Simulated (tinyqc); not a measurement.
Off-state leakage of single and stacked transistors: two steps of the calculation.

n-channel devices of unit width. Subthreshold current I(Vg, Vs, Vd) = I0 (T/300 K)^0.5 exp[(Vg - Vs - VT(T) - gb (Vs - Vb) + dd (Vd - Vs))/(nf Vt)] (1 - exp(-(Vd - Vs)/Vt)), VT(T) = VT - cT (T - 300 K). Gate-edge tunnelling Ig (Vd/1 V) exp(ag (Vd - 1 V)), for a gate at 0 V, and band-to-band leakage Ab u exp(-Bb/u), u = Vd - Vb + 1 V, flow at a drain held at V; both are taken as independent of T. In a stack of off transistors (all gates at 0 V) the same subthreshold current passes through each.

Inputs (values chosen for the exercise); values of the order met in bulk silicon logic transistors: temperature T = 358 K; supply voltage V = 0.8 V; threshold at 300 K, zero drain and body bias VT = 0.47 V; fall of the threshold with temperature cT = 0.9 mV/K; current at threshold at 300 K I0 = 0.16 uA/um; slope factor nf = 1.38; drain-induced lowering per volt dd = 0.1; rise of the threshold per volt of source-body bias gb = 0.17; gate-edge tunnelling current at 1 V Ig = 5e-5 uA/um; exponential slope of the gate current ag = 4.1 1/V; prefactor of band-to-band leakage at the drain Ab = 20 uA/(um V); its exponential voltage Bb = 19 V; body voltage Vb = -0.6 V.

Constants: q = 1.602176634e-19 C, kB = 1.380649e-23 J/K, Vt = kB T/q. Results are converted to the units shown.

Question 1. Leakage of one transistor. Vg = Vs = 0, Vd = V; effective threshold VT(T) - gb Vb - dd V.

Find: effective threshold; parts; total; shares.

Answer 1.

effective threshold = 0.43980 V
parts (nA/um): subthreshold 0.0057021, gate edge 0.017617, band-to-band 17.502
total = 17.525 nA/um
shares (%): subthreshold 0.032537, gate edge 0.10053, band-to-band 99.867

The band-to-band part is the largest.

Question 2. New Vx. Stack of two, Vx the node between them: I_low = I(0, 0, Vx), I_up = I(0, Vx, V), f = ln(I_up/I_low), f' = -(1 + gb + 2 dd)/(nf Vt) - 1/(Vt (exp(Vx/Vt) - 1)) - 1/(Vt (exp((V - Vx)/Vt) - 1)), Vx(new) = Vx - f/f'.

Vx at the start = 0.058 V

Give: I_low; I_up; f; f'; Vx after iteration 1.

Answer 2.

I_low = 8.457e-4 nA/um
I_up = 0.001011 nA/um
f = 0.1782
f' = -38.02 1/V
Vx after iteration 1 = 0.06269 V

Numbers from tinyqc (`OMP_NUM_THREADS=1 python tinyqc.py 2242127 2242128 out.jsonl`; about 0.03 s on one thread of a shared Intel Xeon 2.30GHz).
